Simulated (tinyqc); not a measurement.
Lossy package transmission line with skin effect: two steps of the calculation.

A uniform line in a homogeneous dielectric: c = sqrt(er)/(c0 Z0), l = Z0 sqrt(er)/c0 (c0 = 299792458 m/s), g = w c td, w = 2 pi f. The resistance joins its limits as r = sqrt(r_dc^2 + r_hf^2), with r_dc = rho/(wd th), r_hf = kr rho/(2 delta (wd + th)), delta = sqrt(rho/(pi f mu0)), mu0 = 4 pi 1e-7 H/m; this is an interpolation, and internal inductance, up to 0.05 nH/mm at low frequency, is neglected.

Inputs (values chosen for the exercise): width of the strip wd = 27 um; thickness of the strip th = 8.4 um; resistivity rho = 2.9 uohm cm; relative permittivity er = 3; loss tangent td = 0.02; lossless impedance sqrt(l/c) Z0 = 50 ohm; factor for crowding and the return path kr = 1.2; length len = 5.6 mm; frequency f = 3.8 GHz.

Question 1. Line constants. delta, r_dc, r_hf, r, l, c and g as defined.

Give: delta; r_dc; r_hf; r; l; c; g.

Answer 1.

delta = 1.390 um
r_dc = 0.1279 ohm/mm
r_hf = 0.3535 ohm/mm
r = 0.3759 ohm/mm
l = 0.2889 nH/mm
c = 115.5 pF/m
g = 0.05518 S/m

r is 2.94 times r_dc; the skin depth is 0.166 of the thickness.

Question 2. Propagation constant and impedance. gamma = sqrt((r + i w l)(g + i w c)) = alpha + i beta, Zc = sqrt((r + i w l)/(g + i w c)), roots with positive real part; loss 8.685889638 alpha in dB; phase velocity w/beta.

r = 0.37593720 ohm/mm
l = 0.28887498 nH/mm
c = 115.54999 pF/m
g = 0.055177673 S/m

Find: gamma len; Zc; loss; phase velocity over c0; r/(w l).

Answer 2.

gamma len = 0.02877+0.77260i
Zc = 50.025-0.862i ohm
loss = 0.044629 dB/mm
phase velocity over c0 = 0.57726
r/(w l) = 0.054506

tinyqc, about 0.01 s, one thread, Intel Xeon 2.30GHz (shared host): `OMP_NUM_THREADS=1 python tinyqc.py 2810231 2810232 out.jsonl`
